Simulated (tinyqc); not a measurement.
Inversion-layer mobility, back-scattering and ballistic limit of a field-effect transistor. From ballistic ratio back to channel length L. Computed by tinyqc, a small Python program. Command: `OMP_NUM_THREADS=1 python tinyqc.py 3019215 3019216 out.jsonl mos inv`. One thread of a shared host (Intel(R) Xeon(R) Processor @ 2.30GHz), about 0.04 s of CPU time with the checks.

The charge at the top of the source barrier is fixed by the gate; series resistance and short-channel effects are left out. F_j are Fermi integrals normalised to exp(eta) in the classical limit.

Inputs (values chosen for the exercise, modelled on a silicon p-channel): transport mass m = 0.29 m_0; valley degeneracy g_v = 1; weight w of the inversion charge = 0.333; permittivity eps = 11.7; phonon mobility at 1 MV/cm and 300 K, mu_ph = 100 cm^2/(V s); roughness mobility at 1 MV/cm, mu_sr = 160 cm^2/(V s); Coulomb mobility at N_inv = 1e12/cm^2, mu_C = 300 cm^2/(V s); electrical oxide thickness t_inv = 1.2 nm; depletion charge N_dep = 2.5e+11 1/cm^2; gate overdrive V_G - V_T = 0.8 V; drain voltage V_D = 0.42 V; exponent a of the critical length = 0.76; temperature T = 77 K.

Statistics at the top of the barrier: Fermi-Dirac.

Constants: eps_0 = 8.8541878128e-12 F/m; e = 1.602176634e-19 C; m_0 = 9.1093837015e-31 kg; k_B = 1.380649e-23 J/K; hbar = 1.054571817e-34 J s; k_B = 8.617333262e-05 eV/K.

Method:
- N_inv = 3.9 eps_0 (V_G - V_T)/(e t_inv); effective field E_eff = e (N_dep + w N_inv)/(eps eps_0).
- mu_phonon = mu_ph (E_eff/1 MV/cm)^(-0.3) (T/300 K)^(-1.75); mu_rough = mu_sr (E_eff/1 MV/cm)^(-2); mu_Coulomb = mu_C (N_inv/1e12 cm^-2) (T/300 K); Matthiessen's rule adds 1/mu.
- F_j(eta) = (1/Gamma(j + 1)) int_0^infinity x^j/(1 + exp(x - eta)) dx, F_0 = ln(1 + exp(eta)). Integrals over x = E/(k_B T) use 160 Gauss-Legendre points in u = sqrt(x) from 0 to sqrt(max(eta, 0) + 32).
- Ballistic channel: N_2D = g_v m k_B T/(pi hbar^2), U = e V_D/(k_B T); eta_F solves N_inv = (N_2D/2)[F_0(eta_F) + F_0(eta_F - U)]; v_T = sqrt(2 k_B T/(pi m)); I/W = e (N_2D/2) v_T [F_1/2(eta_F) - F_1/2(eta_F - U)]; injection velocity v_T F_1/2(eta_F)/F_0(eta_F).
- Mean free path lambda = (2 k_B T/e)(mu/v_T) F_0(eta_0)/F_-1/2(eta_0), with eta_0 from N_inv = N_2D F_0(eta_0); critical length l = L (1 + U)^(-a), an empirical rule; back-scattering r = l/(l + lambda). Then eta solves N_inv = (N_2D/2)[(1 + r) F_0(eta) + (1 - r) F_0(eta - U)] and I/W = e (N_2D/2) v_T (1 - r)[F_1/2(eta) - F_1/2(eta - U)].
- Ballistic ratio: I over the ballistic current. Apparent mobility 1/(1/mu + 1/mu_B), mu_B = mu L/lambda.

Problem. A run gave the result below. Find the channel length L, known to lie between 8.5 and 16 nm.

ballistic ratio = 0.9420034

Solution.

Each step takes the trial c = (a f_b - b f_a)/(f_b - f_a), f being the result less the target and a, b, c the logarithms of the listed values; c replaces end b, the old b replaces a if the sign of f changed, and otherwise f_a is halved.

Scan of the range:
```
channel length L (nm)  ballistic ratio
8.50                          0.951676
9.45                          0.946548
10.50                         0.940940
11.70                         0.934607
13.00                         0.927837
14.40                         0.920648
16.00                         0.912561
```

False position (Illinois rule, in the logarithm of the input) inside the bracket:
```
step    end a    end b    trial  ballistic ratio
1      9.4500  10.5000  10.2923         0.942044
2     10.5000  10.2923  10.2999         0.942004
3     10.5000  10.2999  10.3001         0.942003
4     10.2999  10.3001  10.3000         0.942003
```

Ballistic ratio falls at every point of a 13-point scan of the range (every second point is shown), so one value fits; it is bracketed by 9.45 and 10.5. Answer: channel length L = 10.30 nm.

Caution: in a degenerate gas the layer that can return carriers is set by E_F rather than k_B T, so l is underestimated.
